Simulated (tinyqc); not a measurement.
IGBT as a p-i-n diode in series with a MOS channel, on-state and switching loss: two steps of the calculation.

High injection (n = p) in a drift layer from x = -W/2 (anode) to +W/2 (cathode side), recombination only in the layer with lifetime tau, ideal emitters. The channel feeds the cathode side and carries the whole current. Auger recombination, carrier-carrier scattering, emitter losses and the carrier dip under the p body are left out.

Parameters, values chosen for the exercise; material values close to those of silicon: temperature T = 300 K; electron mobility mn = 1400 cm^2/(V s); hole mobility mp = 480 cm^2/(V s); width of the drift layer W = 70 um; doping of the drift layer Nd = 1.2e14 cm^-3; high-injection lifetime tau = 0.55 us; current density J = 30 A/cm^2; channel and accumulation resistance Rch = 2.8 mohm cm^2; link voltage Vdc = 400 V; turn-off energy per stored charge and link voltage ks = 0.1; switching frequency f = 1 kHz.

Constants: q = 1.602176634e-19 C, kB = 1.380649e-23 J/K, Vt = kB T/q. Results are converted to the units shown.

Task 1. Ambipolar length. b = mn/mp, B = (b - 1)/(b + 1), La = sqrt(2 Vt mn mp tau/(mn + mp)), y = W/(2 La).

Wanted: b; B; La; y.

Result 1.

b = 2.9167
B = 0.48936
La = 31.882 um
y = 1.0978

Task 2. Stored charge, losses and the unipolar alternative. Stored charge tau J, turn-off energy Eoff = ks tau J Vdc, loss at half duty 0.5 J Von + f Eoff. A unipolar device on the same layer has Vu = J (W/(q mn Nd) + Rch).

Von = 0.87688425 V

Find: stored charge; Eoff; conduction loss; switching loss; Vu.

Result 2.

stored charge = 16.50 uC/cm^2
Eoff = 0.6600 mJ/cm^2
conduction loss = 13.15 W/cm^2
switching loss = 0.6600 W/cm^2
Vu = 7.886 V

Both losses would be equal at f = 19.9 kHz.

Numbers from tinyqc (`OMP_NUM_THREADS=1 python tinyqc.py 2590022 2590023 out.jsonl`; about 0.01 s on one thread of a shared Intel Xeon 2.30GHz).
